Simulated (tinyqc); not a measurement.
From characteristic life t63 back to oxide thickness t_ox: time-dependent dielectric breakdown: cell percolation, Weibull statistics, area scaling and voltage extrapolation. Computed by tinyqc, a small Python program. Command: `OMP_NUM_THREADS=1 python tinyqc.py 3024785 3024786 out.jsonl tddb inv`. One thread of a shared host (Intel(R) Xeon(R) Processor @ 2.30GHz), about 0.01 s of CPU time with the checks.

The oxide is divided into columns of area a^2, each holding m = t_ox/a cells (m is taken as continuous). A share lambda(t) = (t/t_1)^alpha of the cells is defective, and a column whose cells are all defective breaks down.

Inputs (values chosen for the exercise, for a model gate oxide): defect cell size a = 1.6 nm; exponent alpha of defect growth = 0.9; time t_1 at which the occupied share would reach 1 = 7.6e+06 s; test area A = 20 um^2.

Method. Failure fraction F = 1 - (1 - lambda^m)^N with N = A/a^2 columns, which for small lambda^m is 1 - exp(-(t/t63)^beta) with beta = alpha m and t63 = t_1 N^(-1/beta); critical share lambda(t63) = N^(-1/m). 1 um^2 = 1e6 nm^2.

Problem. A run gave the result below. Find the oxide thickness t_ox, known to lie between 2.3 and 5 nm.

characteristic life t63 = 176.2894 s

Solution.

Each step takes the trial c = (a f_b - b f_a)/(f_b - f_a), f being the result less the target and a, b, c the logarithms of the listed values; c replaces end b, the old b replaces a if the sign of f changed, and otherwise f_a is halved.

Scan of the range:
```
oxide thickness t_ox (nm)  characteristic life t63 (s)
2.30                                       3.57317e+01
2.62                                       1.59872e+02
2.98                                       5.87197e+02
3.39                                       1.84548e+03
3.86                                       5.08442e+03
4.39                                       1.22886e+04
5.00                                       2.69181e+04
```

False position (Illinois rule, in the logarithm of the input) inside the bracket:
```
step    end a    end b    trial  characteristic life t63 (s)
1     2.62000  2.98000  2.63299                      168.597
2     2.98000  2.63299  2.63899                      172.753
3     2.98000  2.63899  2.64442                      176.589
4     2.63899  2.64442  2.64400                      176.287
5     2.64442  2.64400  2.64400                      176.289
6     2.64442  2.64400  2.64400                      176.289
7     2.64400  2.64400  2.64400                      176.289
```

Characteristic life t63 rises at every point of a 13-point scan of the range (every second point is shown), so one value fits; it is bracketed by 2.62 and 2.98. Answer: oxide thickness t_ox = 2.644 nm.

Caution: t_1 is an input here; in a real oxide it changes with thickness at fixed voltage.
